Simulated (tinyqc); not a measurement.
Thin-film transistor with exponential tail and deep states, accumulation layer: effect of the temperature.

An undoped film in accumulation, thicker than the space-charge layer. With band bending psi the Fermi level lies E0 - psi below the band edge. Free electrons n = n0 exp(psi/Vt) carry the current; electrons in two exponential distributions of traps, a = a0 exp(psi/Va) and d = d0 exp(psi/Vp), do not. Linear regime, ohmic contacts, traps in equilibrium.

Va = kB Tt/q, Vp = kB Td/q; n0 = Nc exp(-E0/Vt), a0 = Nt th(T/Tt) exp(-E0/Va), d0 = Nd th(T/Td) exp(-E0/Vp), th(x) = pi x/sin(pi x). G(psi) = sum over the three kinds of c0 [V (exp(psi/V) - 1) - psi], field F = sqrt(2 q G/(eps0 eps_r)); Vg = psi + eps0 eps_r F/Ci at the surface. Total charge Q = Ci (Vg - psi_s); free charge Qf = q times the integral of n0 (exp(psi/Vt) - 1)/F over psi from 0 to psi_s; I = (W/L) mb Qf Vd; effective mobility mb Qf/Q. Nc, E0 and mb are held fixed.

Values chosen for this exercise; values close to those of amorphous indium gallium zinc oxide: relative permittivity of the semiconductor eps_r = 10; density of extended states Nc = 5.4e18 cm^-3; band mobility mb = 16 cm^2/(V s); total density of tail states Nt = 3.9e18 cm^-3; characteristic temperature of the tail Tt = 390 K; total density of deep states Nd = 7e16 cm^-3; characteristic temperature of the deep states Td = 2160 K; bulk Fermi level below the band edge E0 = 0.59 eV; gate capacitance Ci = 100 nF/cm^2; ratio W/L WL = 20; drain voltage Vd = 0.1 V; gate voltage above flat band Vg = 2.1 V.

Constants: q = 1.602176634e-19 C, kB = 1.380649e-23 J/K, Vt = kB T/q, eps0 = 8.8541878128e-14 F/cm where lengths are in cm. Results are converted to the units shown.

Effect of the temperature:
```
T (K)  E0 - psi_s (eV)  Q (nC/cm^2)  free share (%)  effective mobility (cm^2/(V s))  I (nA)
160            0.03209        154.2           5.376                           0.8602   265.3
180            0.03534        154.5           6.508                            1.041   321.8
200            0.03895        154.9           7.541                            1.207   373.8
220            0.04295        155.3           8.433                            1.349   419.1
240            0.04742        155.7           9.145                            1.463   455.8
260            0.05247        156.2           9.629                            1.541   481.4
280            0.05826        156.8           9.830                            1.573   493.3
300            0.06509        157.5           9.679                            1.549   487.9
```

As T goes from 160 to 300 K, the free share goes from 5.38 through a maximum of 9.83 (at T = 280 K among the rows listed) to 9.68 %, the distance of the Fermi level from the edge rises from 0.0321 to 0.0651 eV and the current goes from 265 through a maximum of 493 (at T = 280 K among the rows listed) to 488 nA. The apparent activation energy between the first two rows is 0.0240 eV, against E0 - psi_s = 0.0321 eV there. For T = 180 to 300 K the th form, which assumes a Fermi level far below the edge, overcounts the filled tail at the surface by more than 15 %.

Numbers from tinyqc (`OMP_NUM_THREADS=1 python tinyqc.py 2610125 2610126 out.jsonl`; about 0.02 s on one thread of a shared Intel Xeon 2.30GHz).
